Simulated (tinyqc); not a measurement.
Worked calculation: defect, radiative and Auger recombination at equal electron and hole densities (ABC model). Values are carried at full precision from step to step, so a last printed digit may differ when a step is redone from the rounded ones.

J/(e d) = Ae n + B n^2 + C n^3 with Ae = A + 4 S/w (four side walls, carriers spread evenly), e = 1.602176634e-19 C, lengths in cm; internal efficiency IQE = B n^2/(Ae n + B n^2 + C n^3); all injected carriers recombine in the layer.

Parameters, chosen for this exercise (orders of magnitude like those quoted for GaAs; not measured data): A = 3100000 1/s (defect rate); B = 1.4e-10 cm^3/s (radiative coefficient); C = 3.8e-30 cm^6/s (Auger coefficient); S = 0 cm/s (recombination velocity of the side walls); w = 82 micrometre (side of the square mesa); d = 78 nm (active thickness); J = 5.2 A/cm^2 (current density); ex = 0.22 (extraction efficiency); Eph = 1.43 eV (photon energy).

## The efficiency peak

IQE peaks at n_p = sqrt(Ae/C); with Q = B/sqrt(Ae C), IQE_max = Q/(Q + 2).

Ae = 3.100e+06 1/s
n_p = 9.032e+17 1/cm^3
Q = 40.79
IQE_max = 0.953
J at the peak = 150 A/cm^2

The side walls are taken as passivated.

## Carrier density at the given current

G = J/(e d). Newton steps from the smallest of G/Ae, sqrt(G/B) and (G/C)^(1/3); stop when the relative step is below 1e-9.

G = 4.161e+24 1/(cm^3 s)

Newton steps:

| step | n (1/cm^3) | rate/G | relative step |
|---|---|---|---|
| 1 | 1.7240e+17 | 1.13312 | -0.062 |
| 2 | 1.6169e+17 | 1.00391 | -0.0021 |
| 3 | 1.6135e+17 | 1.00000 | -2.0e-06 |
| 4 | 1.6135e+17 | 1.00000 | -1.9e-12 |

n = 1.614e+17 1/cm^3

The start is an upper bound and the function is convex, so the steps fall monotonically; 4 are needed.

## Shares, lifetimes and light

Shares of the three paths; lifetime n/G = 1/(Ae + B n + C n^2); differential lifetime 1/(Ae + 2 B n + 3 C n^2) and bandwidth 1/(2 pi tau_d); optical power density ex IQE J Eph/e.

shares: defect 0.1202, radiative 0.8760, Auger 0.0038

lifetime = 38.8 ns
differential lifetime = 20.6 ns
bandwidth = 7.73 MHz
optical power density = 1.43 W/cm^2

The radiative path is the largest; the device runs below its efficiency peak, where the defect and Auger shares are equal.

## Checks

- Density from Newton steps against bisection (1/cm^3): both 1.6135e+17.

(tinyqc, `OMP_NUM_THREADS=1 python tinyqc.py 1652002 1652003 out.jsonl`, Intel(R) Xeon(R) Processor @ 2.30GHz, 1 thread, shared host, about 0.01 s.)
